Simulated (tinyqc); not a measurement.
# Band bending at a free surface with a continuum of surface states, surface photovoltage and Kelvin probe, step by step

Computed by the program tinyqc: `OMP_NUM_THREADS=1 python tinyqc.py 2430122 2430123 out.jsonl`, one thread of a shared Intel Xeon 2.30GHz, about 0.01 s for the whole run. Printed values are rounded.

n-type bulk, xi = Ec - EF = Vt ln(Nc/Nd), p0 = ni^2/Nd, ni = sqrt(Nc Nv) exp(-Eg/(2 Vt)), Eg in volts. b is the upward band bending, u = b/Vt. Space charge per area, in units of q: Qc = sign(b) sqrt((2 eps0 eps_r Vt/q) [(Nd + dn)(exp(-u) - 1) + Nd u + (p0 + dn)(exp(u) - 1)]), with dn the excess density under light (flat quasi-Fermi levels; 0 in the dark). The states hold -Ds (E0 - xi - b): negative while the Fermi level lies above the neutrality level. Neutrality: Qc + Qf + (charge of the states) = 0.

Values chosen for this exercise; band and dielectric values close to those of indium phosphide:
- T = 300 K (temperature)
- Eg = 1.36 eV (band gap)
- eps_r = 12.5 (relative permittivity)
- Nc = 5.6e17 cm^-3 (conduction-band density of states at T)
- Nv = 1.08e19 cm^-3 (valence-band density of states at T)
- chi = 4.35 eV (electron affinity)
- Nd = 5.8e15 cm^-3 (donor density)
- Qf = 2e10 cm^-2 (fixed positive charge at the surface)
- pt = 5.06 eV (work function of the probe tip)
- Ds = 1.5e13 cm^-2 eV^-1 (density of surface states)
- E0 = 0.39 eV (depth of their neutrality level below the conduction edge)
- dn = 4.7e13 cm^-3 (excess carrier density under light)

Constants: q = 1.602176634e-19 C, kB = 1.380649e-23 J/K, Vt = kB T/q, eps0 = 8.8541878128e-14 F/cm where lengths are in cm. Results are converted to the units shown.

## Bulk quantities

xi, ni, p0, the Debye length sqrt(eps0 eps_r Vt/(q Nd)) and the flat-band work function chi + xi.

xi = 0.118146 eV
ni = 9.27489e6 cm^-3
p0 = 0.0148316 cm^-3
Debye length = 55.4890 nm
chi + xi = 4.46815 eV

## Iteration 1: band bending in the dark

b at the start = 0.22 V

Newton step: b(new) = b - (Qc + Qf - Ds (E0 - xi - b))/(dQc/db + Ds), dQc/db = (eps0 eps_r/q) [Nd (1 - exp(-u)) + p0 exp(u)]/Qc.

b after iteration 1 = 0.261321 V

## Iteration 2: band bending in the dark

As before.

b after iteration 2 = 0.261363 V

## Course of the iteration

Stop when b changes by less than 1e-10 V, or after 40 iterations.

Course of the iteration:
```
iteration	b (V)	change (V)
1	0.261321	0.0413
2	0.261363	4.17e-5
3	0.261363	3.53e-11
```

Converged in 3 iterations.

## Work function and Kelvin-probe reading

converged b = 0.261363 V

Work function chi + xi + b; contact potential difference CPD = (work function of the sample) - pt. Depth of EF below Ec at the surface: xi + b. Depletion width Qc/Nd.

xi + b = 0.379508 eV
Qc = 1.37376e11 cm^-2
Qc/Nd = 236.854 nm
work function = 4.72951 eV
CPD = -330.492 mV

The Fermi level lies 10.5 meV above the neutrality level.

## Surface photovoltage

Under chopped light the surface charge keeps its dark value, so b falls to bL with Qc(bL, dn) = Qc(b, 0); the photovoltage is b - bL. Qc rises with b, so bL follows by bisection.

bL = 0.159924 V
photovoltage = 101.439 mV
share of b removed = 38.8114 %
excess holes at the surface, dn exp(bL/Vt) = 2.28404e16 cm^-3
